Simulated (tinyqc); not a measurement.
Specific resistance of a metal-semiconductor contact and its transmission-line measurement: one step, computed by the program tinyqc. Command: `OMP_NUM_THREADS=1 python tinyqc.py 3009252 3009253 out.jsonl contact walk`. One thread of a shared host (Intel(R) Xeon(R) Processor @ 2.30GHz), about 0.01 s of CPU time with the checks.

The barrier is parabolic (depletion approximation), energies E are normal energies counted from the band edge in the neutral semiconductor (downwards for holes), and the bias is zero. xi is an input, held fixed when other inputs move.

Problem. Current crowding. Transmission-line model: transfer length L_T = sqrt(rho_c/R_sh); R_c = (R_sh L_T/W) coth(d/L_T). Limits: rho_c/(W d) for d << L_T, sqrt(rho_c R_sh)/W for d >> L_T.

Inputs (values chosen for the exercise, modelled on n-type In0.53Ga0.47As):

| quantity | value | unit |
|---|---|---|
| temperature T | 77 | K |
| sheet resistance R_sh | 740 | ohm |
| contact length d | 0.21 | micrometre |
| contact width W | 51 | micrometre |

Image-force lowering: left out.

specific contact resistance rho_c = 2.139166e-04 ohm cm^2

Give: transfer length L_T; d/L_T; contact resistance R_c; R_c W; short-contact limit; long-contact limit.

Solution.

transfer length L_T = 5.3766 micrometre

d/L_T = 0.039058

contact resistance R_c = 1998.4 ohm

R_c W = 1.0192e+05 ohm micrometre

short-contact limit = 1997.4 ohm

long-contact limit = 78.013 ohm

The contact is short: the whole area carries current, and R_c scales as 1/d.
